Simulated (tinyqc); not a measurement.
Wannier function of the lower band of a two-orbital chain: sweeps and comparisons. A value that a table varies takes the place of the one given here.

H(k) = [[-d/2 - 2 ta cos k, -t1 - t2 exp(-ik)], [-t1 - t2 exp(ik), d/2 - 2 tb cos k]], k in 1/a, Bloch sums with exp(ikR) and without the positions inside the cell. Mesh k_j = 2 pi j/N. Projection gauge: each lower eigenvector u is multiplied by the phase that makes <trial|u> real and positive (the one-band case of Loewdin orthogonalisation). Wannier amplitudes w(R) = (1/N) sum_k exp(ikR) u(k); hoppings H(R) = (1/N) sum_k exp(-ikR) E(k).

Values chosen for the exercise:
```
symbol  value  unit     meaning
d       0.31   eV       A at -d/2, B at +d/2
t1      1.97   eV       A-B in the cell
t2      1.58   eV       B to A of the next cell
ta      -0.01  eV       A-A between cells
tb      -0.17  eV       B-B between cells
xb      0.43   a        position of B (A at 0)
th      70     degrees  trial orbital cos(th) A + sin(th) B in cell 0
```

## Convergence with the mesh

Centre and Omega_I from overlaps M_j = u_j^+ diag(1, exp(-i b xb)) u_(j+1), b = 2 pi/N: centre -(1/2 pi) sum arg M, Omega_I = (1/(N b^2)) sum (1 - |M|^2). Largest error of the Fourier interpolation on 41 points from 0 to pi.

Mesh:
```
N   centre (a)  Omega_I (a^2)  H(1) (eV)  largest error (meV)
3      0.19009        0.07094   -0.49518              833.191
4      0.20882        0.07943   -0.70348              278.928
6      0.21115        0.11314   -0.65251              143.870
8      0.21238        0.14119   -0.64049               82.917
12     0.21355        0.18310   -0.63486               30.868
16     0.21405        0.21067   -0.63382               13.306
24     0.21447        0.24023   -0.63349                3.621
```

The interpolation error falls exponentially, from 278.9 meV at N = 4 to 30.868 at N = 12, because the hoppings decay exponentially for an isolated band (smallest gap 0.78 eV). Omega_I carries a finite-difference error and converges as a power: against the value 0.27180 on 400 points it is off by -0.08869 at N = 12 and -0.03156 at N = 24, an exponent of 1.49; the limit 2 is not yet reached on these meshes.

## Choice of the trial orbital

N = 16. Centre, Omega_I and Omega_D from overlaps (b = 2 pi/N, M_j = u_j^+ diag(1, exp(-i b xb)) u_(j+1); Omega_D = (1/(N b^2)) sum (arg M_j + b centre)^2).

Trial angle:
```
th (deg)  smallest projection  centre (a)  Omega_I (a^2)  Omega_D (a^2)
0                       0.703      0.2141        0.21067        0.18399
15                      0.815      0.2141        0.21067        0.06812
30                      0.878      0.2141        0.21067        0.01588
45                      0.896      0.2141        0.21067        0.00004
60                      0.869      0.2141        0.21067        0.01392
75                      0.799      0.2141        0.21067        0.06496
90                      0.675      0.2141        0.21067        0.18231
```

Omega_I is the same for all. Omega_D is smallest at 45 degrees (0.00004) and largest at 0 (0.18399). The centre does not move.

## Centre against ionicity

N = 24, d varied. Overlaps M_j = u_j^+ diag(1, exp(-i b xb)) u_(j+1), b = 2 pi/N; centre -(1/2 pi) sum arg M_j folded into [0, 1); Omega_I = (1/(N b^2)) sum (1 - |M_j|^2); charge moved is -2 times the shift of the centre from its value at d = 0 (a doubly filled band); weight on A averaged over the mesh.

Against d:
```
d (eV)  centre (a)  charge moved (e)  weight on A  Omega_I (a^2)
-6.0        0.4242           -0.3041        0.107         0.0272
-3.0        0.4126           -0.2808        0.210         0.0605
-1.5        0.3892           -0.2340        0.309         0.1074
-0.5        0.3365           -0.1286        0.409         0.1804
0.0         0.2722            0.0000        0.478         0.2286
0.5         0.1779            0.1885        0.557         0.2337
1.5         0.0642            0.4160        0.684         0.1374
3.0         0.0229            0.4984        0.793         0.0665
6.0         0.0068            0.5308        0.897         0.0270
```

For large positive d the function sits on A (centre 0.007) and for large negative d on B at 0.43 (centre 0.424); at d = 0 it lies at 0.272, on the bond inside the cell, the stronger one. Among these rows the spread is largest at d = 0.5 eV.

## What each parameter does

N = 24: centre (folded into [0, 1)) and Omega_I from overlaps M_j = u_j^+ diag(1, exp(-i b xb)) u_(j+1), b = 2 pi/N: centre = -(1/2 pi) Im ln prod M_j, Omega_I = mean(1 - |M_j|^2)/b^2; and the first two hoppings H(R). Each row changes one parameter from the base and keeps the others.

Results:
```
case             centre (a)  Omega_I (a^2)  H(1) (eV)  H(2) (eV)
base                 0.2145         0.2402    -0.6335     0.1290
d = 0.61 eV          0.1582         0.2257    -0.6334     0.1277
t1 = 2.12 eV         0.2133         0.1887    -0.6439     0.1240
t2 = 1.48 eV         0.2133         0.1934    -0.5969     0.1166
ta = 0.09 eV         0.2513         0.2371    -0.6847     0.1265
xb = 0.48 a          0.2381         0.2507    -0.6335     0.1290
th = 80 degrees      0.2145         0.2402    -0.6335     0.1290
```

The largest shifts from the base row, up to three for each result and ties (the steps differ in size, so this ranks the rows, not the parameters). centre (a): d -0.0562, ta +0.0368, xb +0.0237; unchanged at the printed digits by th. Omega_I (a^2): t1 -0.0515, t2 -0.0468, d -0.0145; unchanged at the printed digits by th. H(1) (eV): ta -0.0512, t2 +0.0366, t1 -0.0104; unchanged at the printed digits by xb and th. H(2) (eV): t2 -0.0124, t1 -0.0050, ta -0.0025; unchanged at the printed digits by xb and th. The trial angle is a choice of gauge and moves none of these; xb enters the position operator alone, so it leaves the hoppings.

Program tinyqc; command `OMP_NUM_THREADS=1 python tinyqc.py 1480976 1480977 out.jsonl`; about 0.1 s on one thread of a shared Intel(R) Xeon(R) Processor @ 2.30GHz.
